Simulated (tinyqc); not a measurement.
Time-domain thermoreflectance: layered heat flow under a modulated pulse train, and what the signal ratio measures. From ratio -V_in/V_out back to substrate conductivity kappa. Computed by tinyqc, a small Python program. Command: `OMP_NUM_THREADS=1 python tinyqc.py 3113842 3113843 out.jsonl tdtr inv`. One thread of a shared host (Intel(R) Xeon(R) Processor @ 2.30GHz), about 0.4 s of CPU time with the checks.

Pulses repeat at 80 MHz; heat is laid down at the surface, all layers are isotropic, and the film is in perfect contact with the substrate.

Inputs (values chosen for the exercise, modelled on aluminium on GaAs):
```
quantity                                value        unit
metal thickness d                          68          nm
metal conductivity                        160     W/(m K)
metal heat capacity                      2.42  MJ/(m^3 K)
boundary conductance G under the metal    150  MW/(m^2 K)
film thickness                             56          nm
film conductivity                         0.8     W/(m K)
film heat capacity                        1.7  MJ/(m^3 K)
substrate heat capacity C                1.72  MJ/(m^3 K)
modulation frequency f                     12         MHz
spot radius w (1/e^2, pump and probe)      21  micrometre
delay t                                   330          ps
```

Stack: metal, film, substrate.

Method:
- For radial wave number k and angular frequency W each layer has u = sqrt(4 pi^2 k^2 + i W C/kappa) and gamma = kappa u. Surface impedance from below: Z = 1/gamma for the substrate; a layer of thickness L maps Z to (Z + tanh(u L)/gamma)/(1 + gamma Z tanh(u L)); a boundary adds 1/G.
- Response per absorbed watt H(W) = 2 pi int_0^(2/w) Z(k, W) exp(-pi^2 k^2 w^2) k dk by 20 Gauss-Legendre points.
- Signal: X + iY = sum_(m = -M..M) H(2 pi (f + m f_r)) exp(i 2 pi m f_r t) exp(-pi (m/M)^2 x 4), f_r = 80 MHz, M = 4000, with H(-W) the complex conjugate of H(W); V_in = X, V_out = Y, ratio = -V_in/V_out.

Problem. A run gave the result below. Find the substrate conductivity kappa, known to lie between 37 and 60 W/(m K).

ratio -V_in/V_out = 1.936192

Solution.

Each step takes the trial c = (a f_b - b f_a)/(f_b - f_a), f being the result less the target and a, b, c the logarithms of the listed values; c replaces end b, the old b replaces a if the sign of f changed, and otherwise f_a is halved.

Scan of the range:
```
substrate conductivity kappa (W/(m K))  ratio -V_in/V_out
37.0                                              1.91473
40.1                                              1.92353
43.5                                              1.93223
47.1                                              1.94054
51.1                                              1.94885
55.4                                              1.95689
60.0                                              1.96463
```

False position (Illinois rule, in the logarithm of the input) inside the bracket:
```
step    end a    end b    trial  ratio -V_in/V_out
1     43.5000  47.1000  45.1803            1.93622
2     43.5000  45.1803  45.1596            1.93617
3     45.1803  45.1596  45.1698            1.93619
```

Ratio -V_in/V_out rises at every point of a 13-point scan of the range (every second point is shown), so one value fits; it is bracketed by 43.5 and 47.1. Answer: substrate conductivity kappa = 45.17 W/(m K).
